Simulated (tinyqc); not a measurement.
Classical nucleation, growth and JMAK kinetics of crystallisation from a melt or glass. Inputs raised by 2 %, one at a time. Computed by tinyqc, a small Python program. Command: `OMP_NUM_THREADS=1 python tinyqc.py 3010824 3010825 out.jsonl nucl sens`. One thread of a shared host (Intel(R) Xeon(R) Processor @ 2.30GHz), about 0.02 s of CPU time with the checks.

A spherical nucleus cap on a flat wall with a sharp interface of isotropic energy gamma; lambda = Omega^(1/3) is the jump distance.

Inputs (values chosen for the exercise, for a model substance):

| quantity | value | unit |
|---|---|---|
| melting point T_m | 960 | K |
| heat of melting per volume H | 2740 | J/cm^3 |
| interface energy gamma | 0.234 | J/m^2 |
| atomic volume Omega | 17.3 | angstrom^3 |
| temperature T | 714 | K |
| diffusion prefactor D0 | 4.4e-06 | m^2/s |
| activation energy Q | 0.687 | eV |
| contact angle theta | 145 | degrees |
| wall area per volume S_v | 220000 | 1/m |
| time t | 300 | s |

Nucleation: on a flat wall. Driving force: Turnbull (linear).

Constants: e = 1.602176634e-19 C; k_B = 1.380649e-23 J/K; k_B = 8.617333262e-05 eV/K.

Method:
- Driving force per volume: dG = H (T_m - T)/T_m.
- Shape factor f = (2 + cos theta)(1 - cos theta)^2/4.
- W(r) = f [4 pi r^2 gamma - (4/3) pi r^3 dG]; r* = 2 gamma/dG; W* = f 16 pi gamma^3/(3 dG^2); n* = f (4/3) pi r*^3/Omega.
- D = D0 exp(-Q/(k_B T)); attachment rate k+ = (A*/lambda^2) D/lambda^2 with A* = 2 pi r*^2 (1 - cos theta); Zeldovich factor Z = sqrt(W*/(3 pi k_B T))/n*; sites per volume N = S_v/lambda^2; I = N Z k+ exp(-W*/(k_B T)); lag time = 1/(4 pi Z^2 k+).
- Growth (Wilson-Frenkel): u = (D/lambda) [1 - exp(-dG Omega/(k_B T))].
- D = D0 exp(-Q/(k_B T)).
- JMAK with steady nucleation and growth, nuclei spread at random: extended fraction X_e = (pi/3) I u^3 t^4, X = 1 - exp(-X_e); t_X = [-3 ln(1 - X)/(pi I u^3)]^(1/4); final grains per volume = Gamma(5/4) (3/pi)^(1/4) (I/u)^(3/4), Gamma(5/4) = 0.9064024771. Grain size = (grains per volume)^(-1/3).
- The nose is the T between 0.3 and 0.97 T_m where I u^3 is largest; the time is for X = 1e-6, and the critical cooling rate is estimated as (T_m - T_nose)/t_nose.

Runs:

| input moved | from | to | critical radius r* (nm) | half time t_0.5 (s) | grain size (micrometre) | critical cooling rate (K/s) |
|---|---|---|---|---|---|---|
| base run | - | - | 0.66655 | 0.0005679 | 111.38 | 3.3004e+08 |
| melting point T_m (K) | 960 | 979.2 | 0.63066 | 0.0001796 | 36.20 | 4.8838e+08 |
| heat of melting per volume H (J/cm^3) | 2740 | 2794.8 | 0.65348 | 0.0003708 | 73.44 | 4.1197e+08 |
| interface energy gamma (J/m^2) | 0.234 | 0.23868 | 0.67988 | 0.0010966 | 215.05 | 2.3574e+08 |
| atomic volume Omega (angstrom^3) | 17.3 | 17.646 | 0.66655 | 0.0005693 | 112.03 | 3.2799e+08 |
| diffusion prefactor D0 (m^2/s) | 4.4e-06 | 4.488e-06 | 0.66655 | 0.0005568 | 111.38 | 3.3665e+08 |
| activation energy Q (eV) | 0.687 | 0.70074 | 0.66655 | 0.0007100 | 111.38 | 2.5100e+08 |
| contact angle theta (degrees) | 145 | 147.9 | 0.66655 | 0.0006078 | 119.20 | 3.1913e+08 |

Exponents ln(y'/y) / ln(x'/x):

| input | critical radius r* | half time t_0.5 | grain size | critical cooling rate |
|---|---|---|---|---|
| melting point T_m | -2.795 | -58.138 | -56.749 | 19.788 |
| heat of melting per volume H | -1.000 | -21.535 | -21.031 | 11.196 |
| interface energy gamma | 1.000 | 33.224 | 33.224 | -16.993 |
| atomic volume Omega | 0.000 | 0.122 | 0.293 | -0.315 |
| diffusion prefactor D0 | 0.000 | -1.000 | 0.000 | 1.000 |
| activation energy Q | 0.000 | 11.277 | 0.000 | -13.826 |
| contact angle theta | 0.000 | 3.426 | 3.426 | -1.698 |

Which inputs matter most for each result?

Among the inputs moved here: critical radius r* answers most in size to melting point T_m (exponent -2.795), next to heat of melting per volume H (-1.000); its exponent is below 0.0005 for atomic volume Omega, diffusion prefactor D0, activation energy Q, contact angle theta. Its exponent -1.000 in heat of melting per volume H: r* goes as 1/dG. Its exponent +1.000 in interface energy gamma: r* = 2 gamma/dG. half time t_0.5 answers most in size to melting point T_m (exponent -58.138), next to interface energy gamma (+33.224). Its exponent -1.000 in diffusion prefactor D0: I and u both scale with D, and t goes as (I u^3)^(-1/4). Grain size answers most in size to melting point T_m (exponent -56.749), next to interface energy gamma (+33.224); its exponent is below 0.0005 for diffusion prefactor D0, activation energy Q. Its exponent 0.000 in diffusion prefactor D0: D cancels in u/I. Its exponent 0.000 in activation energy Q: D cancels in u/I. critical cooling rate answers most in size to melting point T_m (exponent +19.788), next to interface energy gamma (-16.993).

Caution (all rows): homogeneous nucleation, left out here, would be as fast or faster: the wall offers too few sites or too small a cut in the barrier. Caution (all rows): homogeneous nucleation, left out here, would be as fast or faster.
